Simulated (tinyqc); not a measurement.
One gate, two gates and a surrounding gate.

Below threshold the potential that source and drain add obeys Laplace's equation, vanishes on the gates and decays along the channel as exp(-k y). The same ts (depleted depth over a conducting body, body thickness or wire diameter), ti and permittivities in three geometries; k is the smallest positive root of: one gate, f(k) = eps_r sin(k ti) cos(k ts) + ei cos(k ti) sin(k ts); two gates, f(k) = ei cos(k ti) cos(k ts/2) - eps_r sin(k ti) sin(k ts/2); wire, f(k) = ei J0(u)[J1(u) Y0(v) - Y1(u) J0(v)] - eps_r J1(u)[J0(u) Y0(v) - Y0(u) J0(v)], u = k ts/2, v = u + k ti. Parabolic estimates of l: sqrt((eps_r/ei) ts ti); sqrt((eps_r/(2 ei)) ts ti (1 + ei ts/(4 eps_r ti))); sqrt([2 eps_r ts^2 ln(1 + 2 ti/ts) + ei ts^2]/(16 ei)), in the same order.

Values chosen for this exercise; permittivities: semiconductor close to that of germanium, insulator close to that of hafnium oxide:
- eps_r = 15.9 (relative permittivity of the semiconductor)
- ei = 22.9 (relative permittivity of the insulator)
- ti = 3.8 nm (insulator thickness)
- ts = 12.7 nm (wire diameter)

Scale lengths (nm):
```
	Lambda = pi/k	l = 1/k	l(parabolic)
one gate over a conducting body	15.62	4.972	5.789
two gates	18.38	5.850	6.076
wire	12.08	3.847	4.080
```

What does the table show?

The wire has the shortest scale length, 0.658 times that of the double gate; the single gate over a conducting body has 0.850 times it, its layer ending directly on a conductor where the double gate has a second insulator. The parabolic estimates are 16 % above, 3.9 % above and 6.1 % above the exact l, in the order of the rows.

tinyqc, about 0.01 s, one thread, Intel Xeon 2.30GHz (shared host): `OMP_NUM_THREADS=1 python tinyqc.py 2420143 2420144 out.jsonl`
